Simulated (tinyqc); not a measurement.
Changing the exchange current of the suppressed surface i_0: bottom-up copper filling of a trench by curvature-enhanced accelerator coverage. Computed by tinyqc, a small Python program. Command: `OMP_NUM_THREADS=1 python tinyqc.py 3006059 3006060 out.jsonl superfill sweep`. One thread of a shared host (Intel(R) Xeon(R) Processor @ 2.30GHz), about 0.05 s of CPU time with the checks.

A rectangular trench keeps vertical walls and a flat floor. An accelerator floats on the surface; where area is lost in the corners it is passed on to the floor.

Inputs (values chosen for the exercise, close to those used for damascene copper plating):
```
quantity                                           value     unit
trench width w                                       500       nm
aspect ratio h/w                                     1.2        -
exchange current of the accelerated surface i_1      1.1  mA/cm^2
transfer coefficient alpha                           0.5        -
overpotential eta                                   0.19        V
starting coverage theta_0                          0.067        -
adsorption rate k_a                              0.00022      1/s
cupric ion concentration C                          0.45    mol/l
diffusivity D                                    5.8e-06   cm^2/s
boundary layer delta                                  28       um
temperature T                                        298        K
```

Constants: e = 1.602176634e-19 C; N_A = 6.02214076e+23 1/mol; k_B = 8.617333262e-05 eV/K.

Method. Kinetic current i_k = [i_0 (1 - theta) + i_1 theta] exp(alpha eta/(k_B T)), limit i_L = 2 F D C/delta, i = 1/(1/i_k + 1/i_L); velocity v = i Omega/(2F), Omega = 7.11 cm^3/mol, F = e N_A. Depletion inside the trench is ignored. Half width x, floor height y, depth h = aspect ratio x w. dx/dt = -v_s, dy/dt = v_b. d theta_b/dt = k_a (1 - theta_b) + [theta_s v_b + theta_b v_s]/x: the floor takes the accelerator of the wall it covers and keeps its own as it narrows. d theta_s/dt = k_a (1 - theta_s). theta_b is capped at 1. Integrate (tolerance 1e-9) until the walls meet (x = 0.02 w/2) or the floor passes the original mouth y = h. Start: x = w/2, y = 0, theta_b = theta_s = theta_0. Height filled = y/h, opening left = x/(w/2).

One run for each value; columns: (1) exchange current of the suppressed surface i_0 (mA/cm^2); (2) ratio v(1)/v(theta_0); (3) share of the height filled from the floor; (4) opening left, as a share of w:
```
(1)       (2)    (3)     (4)
0.0055  11.39  1.000  0.2294
0.0110  10.70  1.000  0.2160
0.0400   8.14  1.000  0.1499
0.0760   6.30  1.000  0.0747
0.1500   4.33  0.856  0.0200
0.2800   2.83  0.647  0.0200
0.5500   1.70  0.495  0.0200
```

Give the missing row, exchange current of the suppressed surface i_0 (mA/cm^2) = 0.0210.

Computed row; columns: (1) exchange current of the suppressed surface i_0 (mA/cm^2); (2) ratio v(1)/v(theta_0); (3) share of the height filled from the floor; (4) opening left, as a share of w:
```
(1)      (2)    (3)     (4)
0.0210  9.65  1.000  0.1925
```

Interpolating between the two neighbouring rows (the first column on a logarithmic scale, the others too where they are positive) misses most in opening left, as a share of w, by 6.6 %. Over the rows, ratio v(1)/v(theta_0) falls from 11.4 to 1.70 (exponent d ln y / d ln x -0.089 between the first rows and -0.75 between the last); share of the height filled from the floor falls from 1.00 to 0.495, flat over part of the range; opening left, as a share of w falls from 0.229 to 0.0200, flat over part of the range. A stronger suppressor (smaller i_0) raises the contrast, until theta_0 i_1 outweighs i_0.

Caution (all rows): real profiles develop slanted corners, and accelerator is consumed; both are left out.
